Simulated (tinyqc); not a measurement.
Global model of a low-pressure process discharge: electron temperature, density, ion flux and ion energy. Changing the absorbed power P. Computed by tinyqc, a small Python program. Command: `OMP_NUM_THREADS=1 python tinyqc.py 3110058 3110059 out.jsonl plasma sweep`. One thread of a shared host (Intel(R) Xeon(R) Processor @ 2.30GHz), about 0.01 s of CPU time with the checks.

Maxwellian electrons with temperature T_e in eV, one positive ion, no negative ions, uniform bulk density n; rate constants have the Arrhenius form.

Inputs (values chosen for the exercise, of the order of those of an inductive discharge in a simple atomic gas): ion mass M = 40 u; ionisation prefactor K0 = 5.6e-14 m^3/s; ionisation energy E_iz = 16 eV; excitation prefactor X0 = 6.7e-15 m^3/s; excitation energy E_ex = 10.8 eV; elastic rate constant K_el = 9.4e-14 m^3/s; ion-neutral cross section = 6.3e-19 m^2; pressure p = 0.65 Pa; gas temperature T_g = 300 K; radius R = 9.4 cm; height L = 11 cm; bias power P_b = 450 W; radius of the biased electrode = 7.5 cm; bias frequency = 27 MHz.

Constants: k_B = 1.380649e-23 J/K; e = 1.602176634e-19 C; u = 1.6605390666e-27 kg; m_0 = 9.1093837015e-31 kg; eps_0 = 8.8541878128e-12 F/m.

Method:
- n_g = p/(k_B T_g); lambda_i = 1/(n_g sigma); h_L = 0.86/sqrt(3 + L/(2 lambda_i)), h_R = 0.8/sqrt(4 + R/lambda_i); A_eff = 2 pi R^2 h_L + 2 pi R L h_R; d_eff = pi R^2 L/A_eff.
- Particle balance: K0 exp(-E_iz/T_e) n_g d_eff = u_B, u_B = sqrt(e T_e/M).
- Root found by bracketing.
- E_c = E_iz + (X0 exp(-E_ex/T_e) E_ex + K_el (3 m_0/M) T_e)/K_iz; wall potential V_s = (T_e/2) ln(M/(2 pi m_0)); E_T = E_c + 2 T_e + T_e/2 + V_s; n = P/(e u_B A_eff E_T); ion current density J = e h_L n u_B; ionised share n/n_g.
- All bias power goes to ions: V_b = P_b/(J pi r^2). Debye length at the sheath edge lambda_D = sqrt(eps_0 T_e/(e h_L n)); Child-law sheath s = (sqrt2/3) lambda_D (2 V/T_e)^(3/4), V = V_b + V_s; ion transit time tau_i = 3 s sqrt(M/(2 e V)); collisions in the sheath s/lambda_i.

One run for each value; columns: (1) absorbed power P (W); (2) plasma density n (1/cm^3); (3) bias voltage V_b (V); (4) sheath width s (mm); (5) transit time over bias period:
```
(1)          (2)     (3)     (4)     (5)
60    1.0688e+11  1951.9  7.5958  6.3196
110   1.9595e+11  1064.7  3.5751  4.0165
210   3.7408e+11   557.7  1.6061  2.4797
400   7.1254e+11   292.8  0.7287  1.5371
750   1.3360e+12   156.1  0.3412  0.9680
1400  2.4939e+12    83.7  0.1641  0.6159
2700  4.8096e+12    43.4  0.0788  0.3875
5000  8.9067e+12    23.4  0.0417  0.2552
```

Over the rows, plasma density n (1/cm^3) rises from 1.07e11 to 8.91e12 (exponent d ln y / d ln x about 1.0 throughout); bias voltage V_b (V) falls from 1950 to 23.4 (exponent d ln y / d ln x about -1.0 throughout); sheath width s (mm) falls from 7.60 to 0.0417 (exponent d ln y / d ln x -1.2 between the first rows and -1.0 between the last). The exponent of plasma density n stays at 1: the power balance is linear in n. The exponent of bias voltage V_b stays at -1: more ions share the bias power.

Caution (rows 2700, 5000): at this ionised share gas depletion and heating, left out here, matter.
